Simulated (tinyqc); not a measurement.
From results back to parameters: buckled dimers of a reconstructed (001) surface, two dangling bonds a dimer. Four cases, with inputs chosen for the exercise.

Problem. With tp the pi coupling of the two dangling bonds, gm their shift per height and kf the force constant (elastic energy kf z^2), an isolated buckled dimer has gap 2 gm^2/kf, buckling z with (gm z)^2 + tp^2 = (gm^2/kf)^2, and charge gm z/(gm^2/kf) moved to the up atom. The values come from hidden parameters.

Case 1.

gap = 1.003355 eV
z = 0.182610 angstrom
charge moved = 0.786236 e

Case 2.

gap = 1.188000 eV
z = 0.280626 angstrom
charge moved = 0.935421 e

Case 3.

gap = 1.362438 eV
z = 0.274262 angstrom
charge moved = 0.897808 e

Case 4.

gap = 1.517128 eV
z = 0.397106 angstrom
charge moved = 0.900415 e

Find: tp; gm; kf.

Solution. With x half the gap and c the charge: tp = x sqrt(1 - c^2), gm = x c/z, kf = gm^2/x.

Case 1.

tp = 0.31 eV
gm = 2.16 eV/angstrom
kf = 9.3 eV/angstrom^2

Case 2.

tp = 0.21 eV
gm = 1.98 eV/angstrom
kf = 6.6 eV/angstrom^2

Case 3.

tp = 0.30 eV
gm = 2.23 eV/angstrom
kf = 7.3 eV/angstrom^2

Case 4.

tp = 0.33 eV
gm = 1.72 eV/angstrom
kf = 3.9 eV/angstrom^2

Computed by tinyqc, one run a case: `OMP_NUM_THREADS=1 python tinyqc.py N N+1 out.jsonl` with N = 1450258, 1450280, 1450362, 1450384; one thread of a shared Intel(R) Xeon(R) Processor @ 2.30GHz, about 0.05 s a run at most.
